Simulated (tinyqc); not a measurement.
# Band offsets of oxides on a semiconductor by the charge-neutrality-level model: oxides compared

Each material has a charge-neutrality level at the depth Phi = chi + Eg - CNL below vacuum. For oxide B on semiconductor A, dEc = (chiA - PhiA) - (chiB - PhiB) + S (PhiA - PhiB), dEv = EgB - EgA - dEc, with the pinning factor S = 1/(1 + 0.1 (eps_inf - 1)^2) of the oxide. S = 1 is the affinity rule, S = 0 aligns the two levels.

The same for each oxide, with both limits.

Inputs (values chosen for the exercise); substrate values close to those of germanium: gap of the semiconductor EgA = 0.67 eV; its electron affinity chiA = 4.05 eV; its charge-neutrality level above the valence edge cA = 0.1 eV.

Oxides (values chosen for the exercise, close to those of the materials named):
```
                 Eg (eV)  chi (eV)  CNL above Ev (eV)  eps_inf
silicon dioxide     8.95      0.88                4.6      2.2
silicon nitride     5.21      2.15               2.68     4.17
aluminium oxide     8.63      0.98               5.56     3.48
hafnium oxide       6.06      2.37               3.69     3.89
zirconium oxide     5.78      2.43               3.58     4.91
titanium oxide      3.18      3.98               2.17     7.57
tantalum oxide      4.52      3.34               3.34     4.81
```

Offsets:
```
                      S  dEc (eV)  dEv (eV)  dEc, S = 1 (eV)  dEc, S = 0 (eV)
silicon dioxide  0.8741     3.247     5.033            3.170            3.780
silicon nitride  0.4988     1.930     2.610            1.900            1.960
aluminium oxide  0.6192     2.853     5.107            3.070            2.500
hafnium oxide    0.5449     1.735     3.655            1.680            1.800
zirconium oxide  0.3954     1.626     3.484            1.620            1.630
titanium oxide   0.1881    0.3704     2.140          0.07000           0.4400
tantalum oxide   0.4079    0.6508     3.199           0.7100           0.6100
```

What does the table show?

Both offsets exceed 1 eV for: silicon dioxide, silicon nitride, aluminium oxide, hafnium oxide, zirconium oxide. dEc falls short for: titanium oxide, tantalum oxide. The choice of S matters most for silicon dioxide, where the limits differ by 0.610 eV.

Range of the model: The model ignores the chemistry of the actual interface, which can move offsets by several tenths of an eV.

Computed by the program tinyqc: `OMP_NUM_THREADS=1 python tinyqc.py 2410088 2410089 out.jsonl`, one thread of a shared Intel Xeon 2.30GHz, about 0.01 s for the whole run.
